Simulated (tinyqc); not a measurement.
Inside a calculation. Model: chemically amplified photoresist: aerial image, acid generation, bake, development and line width. Computed by tinyqc, a small Python program that keeps every step. Command: `OMP_NUM_THREADS=1 python tinyqc.py 3028459 3028460 out.jsonl resist walk`. One thread of a shared host (Intel(R) Xeon(R) Processor @ 2.30GHz), about 0.02 s of CPU time with the checks. Intermediate numbers are printed to about 6 digits and carried at full precision; extremes and crossings named in words are read from the listed rows.

Lines and spaces of pitch p with a two-beam-like image; x = 0 is the middle of the bright space. The resist is positive and treated as uniform in depth.

Inputs (values chosen for the exercise, for a model resist at 193 nm): pitch p = 110 nm; image contrast c = 0.87; mean dose E = 19.8 mJ/cm^2; Dill parameter C = 0.017 cm^2/mJ; quencher load q, relative to the acid generator = 0.19; acid diffusivity D = 1.1 nm^2/s; bake time t = 60 s; amplification rate k_amp = 0.049 1/s; threshold protection m_th = 0.52; development selectivity n = 8; largest rate r_max = 130 nm/s; smallest rate r_min = 0.028 nm/s; resist thickness d = 140 nm; development time t_d = 60 s; photon energy = 6.42 eV; absorption coefficient alpha = 1 1/um.

## Acid image and its blur

Dose E(x) = E [1 + c cos(2 pi x/p)]; acid h = 1 - exp(-C E(x)). Bake: the acid image is blurred by a Gaussian of variance sigma^2 = 2 D t (each Fourier term k of h, taken on 64 points, is multiplied by exp(-4 pi^2 k^2 D t/p^2)). Cosine coefficients: h(x) = sum_k h_k cos(2 pi k x/p).

diffusion length sigma = sqrt(2 D t) = 11.4891 nm

h_0 to h_4 before the bake: [0.270412, 0.211396, -0.015421, 0.000751, -0.000027]

h_0 to h_4 after the blur: [0.270412, 0.170442, -0.006517, 0.000108, -0.000001]

blur factor of the first harmonic = 0.806270

sigma/p = 0.104; the blur keeps 81 % of the modulation.

## From image to dissolution rate

The quencher then removes q, h_eff = max(h_blurred - q, 0); protection m = exp(-k_amp t h_eff). Mack rate r = r_max (a + 1)(1 - m)^n/(a + (1 - m)^n) + r_min, a = ((n + 1)/(n - 1))(1 - m_th)^n.

Across half a pitch:
```
x/p   x (nm)  dose (mJ/cm^2)  blurred acid  protection m  rate (nm/s)
0.00     0.0         37.0260      0.434444       0.48740  7.41559e+01
0.05     5.5         36.1829      0.427303       0.49774  6.88896e+01
0.10    11.0         33.7361      0.406256       0.52952  5.20273e+01
0.15    16.5         29.9252      0.372507       0.58475  2.56191e+01
0.20    22.0         25.1231      0.328266       0.66598  5.37942e+00
0.25    27.5         19.8000      0.276928       0.77448  2.68528e-01
0.30    33.0         14.4769      0.223102       0.90727  2.81969e-02
0.35    38.5          9.6748      0.172346       1.00000  2.80000e-02
0.40    44.0          5.8639      0.130541       1.00000  2.80000e-02
0.45    49.5          3.4171      0.102975       1.00000  2.80000e-02
0.50    55.0          2.5740      0.093343       1.00000  2.80000e-02
```

The dose varies by a factor 14.38 across the pattern and the rate by 2650.

## Space width and dose latitude

Edge: vertical development clears the film where r t_d >= d; the space width is twice the x where r = d/t_d. Dose sensitivity = d ln(width)/d ln E from widths at 1.005 E and E/1.005; image log-slope at the edge = |d ln E/dx|, normalised by the width (NILS); latitude for 10 % of width = 10 %/sensitivity.

space width = 47.7846 nm

dose sensitivity = 1.12791

NILS = 1.97313

dose latitude = 8.86598 %

At the same width a resist without blur would give a sensitivity 2/NILS = 1.014; the blur multiplies it by 1.11. Caution: lateral development, standing waves and the joint diffusion of acid and quencher are left out, so widths are indicative.

## Photon statistics at the edge

The edge lies at x = width/2. Absorbed photons per volume N = E(edge) alpha/(photon energy), 1 mJ/cm^2 = 62.41509 eV/nm^2, alpha in 1/nm; a Gaussian blur averages over a volume V = (2 sqrt(pi) sigma)^3; relative noise 1/sqrt(N V); edge noise sigma_x = (dh/d ln E) noise/|dh/dx|, with both derivatives of the blurred acid at the edge.

absorbed photons N = 0.226763 1/nm^3

photons in the blur volume = 15319.6

edge noise from photons = 0.217714 nm

Caution: the noise counts photons alone (acid and quencher statistics add to it) and takes the film as thicker than the blur; a thinner film averages in two dimensions only.

## Blur against noise

For each sigma the edge is held at x = p/4; N is taken at the mean dose; edge noise = (dh/d ln E)/(sqrt(N V) |dh/dx|), both derivatives taken of the blurred acid, V = (2 sqrt(pi) sigma)^3, N = E alpha/(photon energy), 1 mJ/cm^2 = 62.41509 eV/nm^2.

Trade-off:
```
sigma/p  sigma (nm)  blur factor  photons in V  edge noise (nm)
0.02            2.2     0.992135   9.13067e+01          2.11423
0.04            4.4     0.968911   7.30454e+02          0.75695
0.07            7.7     0.907808   3.91477e+03          0.34019
0.10           11.0     0.820869   1.14133e+04          0.21424
0.14           15.4     0.679167   3.13182e+04          0.15175
0.18           19.8     0.527530   6.65626e+04          0.13183
0.22           24.2     0.384667   1.21529e+05          0.13290
0.27           29.7     0.237168   2.24649e+05          0.15818
0.33           36.3     0.116531   4.10161e+05          0.23817
```

The noise is least near sigma/p = 0.18 among these rows. More diffusion averages over more photons (noise falls as sigma^(-3/2)) until it erases the image slope (factor exp(-2 pi^2 sigma^2/p^2)); for a pure cosine the two balance at sigma/p = sqrt(3/8)/pi = 0.195. Caution: for a film thinner than the blur the noise falls as 1/sigma only, and the optimum moves to sigma/p = 1/(2 pi) = 0.159.

Checks made by the program: sensitivity 2/NILS in the limit of no diffusion (relative difference 9e-07).
